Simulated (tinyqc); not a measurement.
Worked calculation: special k points of the fcc lattice. Values are carried at full precision from step to step, so a last printed digit may differ when a step is redone from the rounded ones.

Lattice vectors in units of a: a1 = (0, 1/2, 1/2), a2 = (1/2, 0, 1/2), a3 = (1/2, 1/2, 0); reciprocal vectors b_i with a_i . b_j = 2 pi delta_ij. Mesh: k = sum_i f_i b_i with f_i = (2 j_i + shift)/(2 N), j_i = 0 .. N-1. The point group of the lattice has 48 operations; only those that map the mesh onto itself are used.

Inputs chosen for the exercise: N = 4 (points along each reciprocal vector); shift = 1 (half steps); D = 1.52 eV (half gap term); t = 0.33 eV (coupling); e0 = 1.09 eV (offset).

## Irreducible points and weights

Join points that an operation carries into one another (modulo reciprocal vectors); list each class by its first point in the order of (j1, j2, ...).

Irreducible points:
```
f1          f2      f3  weight
0.1250  0.1250  0.1250       2
0.1250  0.1250  0.3750       6
0.1250  0.1250  0.6250       6
0.1250  0.1250  0.8750       6
0.1250  0.3750  0.3750       6
0.1250  0.3750  0.6250      12
0.1250  0.3750  0.8750      12
0.1250  0.6250  0.6250       6
0.3750  0.3750  0.3750       2
0.3750  0.3750  0.6250       6
```

operations that keep the mesh = 12
irreducible points = 10

The weights add up to 64 = N^3; symmetry saves a factor 6.4. The shift breaks the symmetry of the lattice: only 12 of 48 operations keep the mesh.

## Which stars the mesh integrates

A_m(k) = sum over the m-th star of lattice vectors R of cos(k . R), stars in order of length: m = 1: |R|^2 = 0.5, 12 vectors, such as (1, 0, 0) in the basis a_i; m = 2: |R|^2 = 1, 6 vectors, such as (1, 1, -1) in the basis a_i; m = 3: |R|^2 = 1.5, 24 vectors, such as (2, 0, -1) in the basis a_i; m = 4: |R|^2 = 2, 12 vectors, such as (2, 0, 0) in the basis a_i; m = 5: |R|^2 = 2.5, 24 vectors, such as (2, 1, -1) in the basis a_i; m = 6: |R|^2 = 3, 8 vectors, such as (3, -1, -1) in the basis a_i. The zone mean of every A_m is zero.

Lattice vectors in units of a: a1 = (0, 1/2, 1/2), a2 = (1/2, 0, 1/2), a3 = (1/2, 1/2, 0); f are fractions of the reciprocal vectors. Evaluate the first six A_m at each irreducible point (k . R = 2 pi sum f_i n_i) and form the weighted means.

A_m at the points, rows 1, 2, 3, 4, 5, 6, 7, 8, 9, 10; columns m=1, m=2, m=3, m=4, m=5, m=6:
```
[[10.243, 4.243, 14.485, 6.000, 8.485, 2.828],
 [3.414, -1.414, -3.172, -2.000, -8.485, 2.828],
 [-0.586, -4.243, 0.828, 6.000, 2.828, -2.828],
 [6.243, 1.414, -0.828, -2.000, -2.828, -2.828],
 [0.586, 1.414, -8.828, -2.000, 8.485, -2.828],
 [-3.414, 1.414, 4.828, -2.000, -2.828, -2.828],
 [-0.586, -1.414, -0.828, -2.000, 2.828, 2.828],
 [-3.414, 4.243, -4.828, 6.000, -2.828, 2.828],
 [1.757, -4.243, -2.485, 6.000, -8.485, -2.828],
 [-2.243, -1.414, 4.828, -2.000, 2.828, 2.828]]
```

weighted means: m=1 0.000, m=2 0.000, m=3 0.000, m=4 0.000, m=5 0.000, m=6 0.000

All six means vanish: the mesh is exact for functions whose Fourier series ends within these stars.

## A zone average from the irreducible points

Test function, the lower band of a two-band insulator: E(k) = -sqrt(D^2 + (e0 - t A_1(k))^2).

Lattice vectors in units of a: a1 = (0, 1/2, 1/2), a2 = (1/2, 0, 1/2), a3 = (1/2, 1/2, 0). Evaluate E at each point and take the weighted mean; the reference uses the unshifted mesh with N = 24.

E at the points (eV): [-2.7486, -1.5204, -1.9893, -1.8032, -1.7648, -2.6878, -1.9893, -2.6878, -1.6033, -2.3790]

weighted mean = -2.1515 eV
reference mean = -2.1510 eV

The error is -0.50 meV with 10 points.

## Checks

- Weighted mean over irreducible points against the plain mean over the whole mesh (eV): both -2.151488.
- Reference mean against a mesh of N = 30 (eV): both -2.1510.

(tinyqc, `OMP_NUM_THREADS=1 python tinyqc.py 1651425 1651426 out.jsonl`, Intel(R) Xeon(R) Processor @ 2.30GHz, 1 thread, shared host, about 0.2 s.)
